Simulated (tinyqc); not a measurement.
# Hole mobility in a silicon inversion layer, empirical terms and Matthiessen rule: effects of single changes

Inversion layer of sheet density Ns on a uniformly doped body. The mobility terms are empirical power laws with prefactors chosen for the exercise; adding their inverses (Matthiessen) is itself an approximation.

Parameters, values chosen for the exercise; material values close to those of silicon: temperature T = 300 K; band gap Eg = 1.12 eV; relative permittivity of the semiconductor eps_r = 11.6; conduction-band density of states at T Nc = 2.81e19 cm^-3; valence-band density of states at T Nv = 2.62e19 cm^-3; body doping Nb = 1.2e17 cm^-3; reverse body bias Vsb = 0 V; weight of the inversion charge in the effective field eta = 0.3333; phonon-limited mobility at 1 MV/cm and 300 K Ap = 127 cm^2/(V s); roughness-limited mobility at 1 MV/cm As = 533 cm^2/(V s); exponent of the roughness term gs = 1; Coulomb prefactor Ac = 1800 cm^2/(V s); charge at the interface Nit = 1.1e12 cm^-2; inversion density Ns = 3.2e12 cm^-2.

Constants: q = 1.602176634e-19 C, kB = 1.380649e-23 J/K, Vt = kB T/q, eps0 = 8.8541878128e-14 F/cm where lengths are in cm. Results are converted to the units shown.

Each table varies one quantity; the others keep the values above.

## Effect of the inversion density

ni = sqrt(Nc Nv) exp(-Eg/(2 Vt)), Eg in volts; Ndep = sqrt(2 eps0 eps_r Nb (2 Vt ln(Nb/ni) + Vsb)/q); E = q (Ndep + eta Ns)/(eps0 eps_r), in MV/cm. With t = T/(300 K): muC = Ac (Ns/1e12 cm^-2) t/(Nb/1e17 cm^-3 + Nit/1e11 cm^-2), muP = Ap E^(-1/3) t^(-1.75), muS = As E^(-gs); 1/mu is the sum of the inverses.

Effect of the inversion density:

| Ns (cm^-2) | E (MV/cm) | muC (cm^2/(V s)) | muP (cm^2/(V s)) | muS (cm^2/(V s)) | mu (cm^2/(V s)) |
|---|---|---|---|---|---|
| 2e11 | 0.1877 | 29.51 | 221.8 | 2840 | 25.81 |
| 3.6e11 | 0.1960 | 53.11 | 218.6 | 2719 | 42.07 |
| 6.3e11 | 0.2101 | 92.95 | 213.6 | 2537 | 63.16 |
| 1.1e12 | 0.2345 | 162.3 | 205.9 | 2273 | 87.28 |
| 2e12 | 0.2813 | 295.1 | 193.8 | 1895 | 110.2 |
| 3.6e12 | 0.3645 | 531.1 | 177.8 | 1462 | 122.1 |
| 6.3e12 | 0.5049 | 929.5 | 159.5 | 1056 | 120.6 |
| 1.1e13 | 0.7492 | 1623 | 139.8 | 711.4 | 109.0 |
| 2e13 | 1.217 | 2951 | 118.9 | 437.9 | 90.67 |

As Ns goes from 2e11 to 2e13 cm^-2, E rises from 0.188 to 1.22 MV/cm and mu goes from 25.8 through a maximum of 122 (at Ns = 3.6e12 cm^-2 among the rows listed) to 90.7 cm^2/(V s). The smallest term is the Coulomb one in the first row and the phonon one in the last. Screening lifts the Coulomb term as Ns grows while the field presses the carriers to the interface, hence the maximum.

## Effect of the charge at the interface

Same model as above.

The same in every row: E (MV/cm) = 0.3437; muP (cm^2/(V s)) = 181.3; muS (cm^2/(V s)) = 1551.

Result of one run:

| Nit (cm^-2) | muC (cm^2/(V s)) | mu (cm^2/(V s)) |
|---|---|---|
| 3.2e10 | 3789 | 155.7 |

What becomes of these results when the charge at the interface Nit is changed from 3.2e10 to 1e12 cm^-2, all else the same?

Result of the changed run:

| Nit (cm^-2) | muC (cm^2/(V s)) | mu (cm^2/(V s)) |
|---|---|---|
| 1e12 | 514.3 | 123.4 |

The whole series:

| Nit (cm^-2) | muC (cm^2/(V s)) | mu (cm^2/(V s)) |
|---|---|---|
| 1e10 | 4431 | 156.6 |
| 3.2e10 | 3789 | 155.7 |
| 1e11 | 2618 | 152.9 |
| 3.2e11 | 1309 | 144.4 |
| 1e12 | 514.3 | 123.4 |
| 3.2e12 | 173.5 | 83.86 |
| 1e13 | 56.92 | 42.14 |

As Nit goes from 1e10 to 1e13 cm^-2, E stays at 0.344 MV/cm and mu falls from 157 to 42.1 cm^2/(V s). The smallest term is the phonon one in the first row and the Coulomb one in the last.

## Effect of the body doping

Same model as above.

Result of one run:

| Nb (cm^-3) | E (MV/cm) | muC (cm^2/(V s)) | muP (cm^2/(V s)) | muS (cm^2/(V s)) | mu (cm^2/(V s)) |
|---|---|---|---|---|---|
| 2.1e17 | 0.4049 | 439.7 | 171.7 | 1316 | 112.9 |

What becomes of these results when the body doping Nb is changed from 2.1e17 to 4.4e16 cm^-3, all else the same?

Result of the changed run:

| Nb (cm^-3) | E (MV/cm) | muC (cm^2/(V s)) | muP (cm^2/(V s)) | muS (cm^2/(V s)) | mu (cm^2/(V s)) |
|---|---|---|---|---|---|
| 4.4e16 | 0.2704 | 503.5 | 196.4 | 1971 | 131.8 |

The whole series:

| Nb (cm^-3) | E (MV/cm) | muC (cm^2/(V s)) | muP (cm^2/(V s)) | muS (cm^2/(V s)) | mu (cm^2/(V s)) |
|---|---|---|---|---|---|
| 2e16 | 0.2347 | 514.3 | 205.9 | 2271 | 138.1 |
| 4.4e16 | 0.2704 | 503.5 | 196.4 | 1971 | 131.8 |
| 9.7e16 | 0.3247 | 481.2 | 184.8 | 1641 | 123.5 |
| 2.1e17 | 0.4049 | 439.7 | 171.7 | 1316 | 112.9 |
| 4.7e17 | 0.5317 | 366.9 | 156.8 | 1002 | 98.99 |
| 1e18 | 0.7106 | 274.3 | 142.3 | 750.1 | 83.30 |
| 2.3e18 | 1.010 | 169.4 | 126.6 | 527.6 | 63.70 |
| 5e18 | 1.436 | 94.43 | 112.6 | 371.3 | 45.11 |

As Nb goes from 2e16 to 5e18 cm^-3, E rises from 0.235 to 1.44 MV/cm and mu falls from 138 to 45.1 cm^2/(V s). The smallest term is the phonon one in the first row and the Coulomb one in the last.

Computed by the program tinyqc: `OMP_NUM_THREADS=1 python tinyqc.py 2510101 2510102 out.jsonl`, one thread of a shared Intel Xeon 2.30GHz, about 0.01 s for the whole run.
